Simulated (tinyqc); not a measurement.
Hydrogenic impurity: series, fields, screening, photoionisation and donor-acceptor pairs: one step, computed by the program tinyqc.

One isotropic, parabolic band. Effective units: Ry* and a*, in which H = -nabla^2 - 2/r.

Question. Effective units and the series. Ry* = Ry m/eps^2, a* = a_0 eps/m; level n is bound by Ry*/n^2; <r> = (3/2) a* in 1s; lines 1s -> np at Ry* (1 - 1/n^2); 1 THz = 4.135667696 meV.

Inputs (values chosen for the exercise, modelled on CdS): electron mass m = 0.202 m_0; dielectric constant eps = 8.7.

Parts treated: screening and pairs.

Constants: Ry = 13.605693123 eV; a_0 = 0.529177210903 angstrom; h x 1 THz = 4.135667696 meV.

Give: Ry*; a*; <r> of 1s; Series.

Answer.

Ry* = 36.31 meV

a* = 22.79 angstrom

<r> of 1s = 34.19 angstrom

Series:
```
n,binding (meV),line from 1s (meV),line (THz)
2,9.078,27.23,6.585
3,4.035,32.28,7.804
4,2.269,34.04,8.231
5,1.452,34.86,8.429
```
